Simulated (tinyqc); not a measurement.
Liquidus of a compound AB in a simple-solution melt, liquid-phase epitaxy and vapour pressures: one step, computed by the program tinyqc.

x is the atom fraction of B in the melt. The melt is a simple solution: R T ln gamma_B = W (1 - x)^2, R T ln gamma_A = W x^2, W = a + b T. The solid AB is stoichiometric.

Problem. Vapour pressures and congruent evaporation. Liquidus (Vieland): f(x) = R T ln[4 x (1 - x)] + 2 W (1/2 - x)^2 + S_F (T_F - T) = 0. Over the A-rich liquidus: p_A = gamma_A (1 - x) exp(S_A/R - H_A/(R T)), p_B2 = [gamma_B x exp(S_B/R - H_B/(R T))]^2, in bar. Free evaporation is congruent while the A flux over this liquidus is at least the B flux; with A and B2 taken as equal in mass for the estimate, T_c solves p_A = 2 p_B2.

Inputs (values chosen for the exercise, modelled on GaSb for the melt):
```
quantity                                 value       unit
melting point T_F                          983          K
entropy of fusion S_F                     66.1  J/(mol K)
interaction a                             19.6     kJ/mol
interaction slope b                      -24.1  J/(mol K)
saturation temperature T                   736          K
heat of evaporation of A                   267     kJ/mol
entropy of evaporation of A                107  J/(mol K)
heat of evaporation of B as (1/2) B2       116     kJ/mol
entropy of evaporation of B as (1/2) B2   62.4  J/(mol K)
```

Constants: R = 8.314462618 J/(mol K).

Give: log10 p_A; log10 p_B2; congruent temperature T_c.

Solution.

log10 p_A = -13.37

log10 p_B2 = -13.32

congruent temperature T_c = 692.7 K

T is above T_c: in vacuum B leaves faster and droplets of A form unless a B flux is supplied.
